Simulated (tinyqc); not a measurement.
# Grain-boundary trapping model (Seto) of a polycrystalline semiconductor film, step by step

A worked calculation. Computed by tinyqc, a small Python program that keeps every step. Command: `OMP_NUM_THREADS=1 python tinyqc.py 3009259 3009260 out.jsonl poly walk`. One thread of a shared host (Intel(R) Xeon(R) Processor @ 2.30GHz), about 0.01 s of CPU time with the checks. Intermediate numbers are printed to about 6 digits and carried at full precision; extremes and crossings named in words are read from the listed rows.

Grains of equal size L are joined by thin boundaries with one trap level. Trapped carriers deplete a width W on each side and raise a barrier, crossed by thermionic emission. Dopants are fully ionised, statistics are non-degenerate and mu_g does not depend on T.

Inputs (values chosen for the exercise, modelled on polycrystalline SiGe):
```
quantity                                     value    unit
permittivity eps                              13.5       -
effective mass m                              0.28     m_0
effective density of states at 300 K, N_c  1.5e+19  1/cm^3
grain size L                                   260      nm
trap density Q_t                           2.2e+12  1/cm^2
trap level E_t below the band edge            0.44      eV
doping N                                     2e+16  1/cm^3
temperature T                                  200       K
```

Grain interior: neglected.

Constants: e = 1.602176634e-19 C; eps_0 = 8.8541878128e-12 F/m; k_B = 8.617333262e-05 eV/K; m_0 = 9.1093837015e-31 kg; k_B = 1.380649e-23 J/K.

## Critical doping

If all traps fill, the grain is just depleted at N* = Q_t/L, with the barrier e Q_t L/(8 eps eps_0).

N* = 8.46154e+16 1/cm^3

barrier at N* with all traps filled = 0.958372 V

The traps stay filled only while e V_B is below E_t - k_B T ln(N_c(T)/N*) = 0.361 eV. The barrier above exceeds that or lies within 2 k_B T of it, so band bending brings the traps close to or above E_F before all fill, and the real maximum is lower.

## Barrier

N_c(T) = N_c (T/300 K)^(3/2). Filled traps Q = Q_t/(1 + (1/2) exp((E_t* - E_F)/k_B T)), where E_t* = e V_B - E_t and E_F are counted from the band edge at the grain centre. Partial depletion: Q = 2 N W, V_B = e N W^2/(2 eps eps_0), E_F = k_B T ln(N/N_c); solve for W. If that W would exceed L/2 the grain is fully depleted: W = L/2, Q = N L, and E_F follows from the trap equation. Centre density n_0 = N_c exp(E_F/k_B T).

depletion width W = 130 nm

barrier V_B = 0.226524 V

E_F = -0.245633 eV

centre density n_0 = 5.27552e+12 1/cm^3

The grain is fully depleted, and n_0 is 2.64e-4 of N.

## Resistivity and effective mobility

Boundary: sigma_b = L e^2 n_0 exp(-e V_B/k_B T)/sqrt(2 pi m k_B T); rho = 1/sigma_b. Mean carrier density n_av = n_0 [(1 - 2W/L) + (2W/L) (sqrt(pi)/2) erf(y)/y], y = sqrt(e V_B/k_B T); effective mobility 1/(e n_av rho).

boundary resistivity = 9.64872e+07 ohm cm

resistivity rho = 9.64872e+07 ohm cm

mean carrier density = 1.28960e+12 1/cm^3

effective mobility = 0.0501610 cm^2/(V s)

## Activation energy

E_a = d ln(rho)/d(1/k_B T) from T - 5 K and T + 5 K; temperature coefficient d ln(rho)/dT.

activation energy E_a = 0.457227 eV

temperature coefficient = -13.2731 %/K

E_a is close to the trap depth E_t = 0.44 eV, since carriers must leave the traps.

## Against the doping

The formulas are those given above.

The same film:
```
N (1/cm^3)   W (nm)   V_B (V)  mean density (1/cm^3)  mobility (cm^2/(V s))  rho (ohm cm)
2.50e+15    130.000  0.028316            3.37848e+06            1.88330e+03   9.80953e+08
8.50e+15    130.000  0.096273            3.72357e+08            6.26776e+01   2.67434e+08
2.10e+16    130.000  0.237850            2.58959e+12            2.66411e-02   9.04704e+07
4.20e+16    113.970  0.365616            1.22639e+16            1.31285e-05   3.87655e+07
6.80e+16     89.580  0.365704            3.01576e+16            8.59995e-06   2.40656e+07
1.00e+17     73.685  0.363877            5.42514e+16            7.81638e-06   1.47188e+07
1.70e+17     55.723  0.353763            1.11385e+17            1.16387e-05   4.81457e+06
3.40e+17     32.350  0.238461            2.75551e+17            7.56900e-03   2.99260e+03
8.50e+17     12.941  0.095404            7.97229e+17            2.63322e+01   2.97317e-01
3.40e+18      3.235  0.023851            3.37300e+18            1.58183e+03   1.16980e-03
```

The barrier peaks among these rows at N = 6.8e16 (0.366 V) and the mobility has its minimum at 1.0e17; N* is 8.5e16. While the grain is fully depleted (W = L/2) V_B grows as N; once all traps are filled it falls as 1/N (last exponent -1.00). From 4.2e16 to 1.7e17 it is pinned, because the trap level has met E_F and the traps fill only in part. Partly depleted rows (W < L/2) with e V_B below 2 k_B T stretch the depletion approximation. Where the barrier is low the mobility is too high, because scattering inside the grains is left out. Where N approaches N_c the non-degenerate statistics fail. rho drops most steeply, as N^-10.7, between 1.7e17 and 3.4e17.

Checks made by the program: charge in the traps against the depleted charge (relative difference below 1e-10).
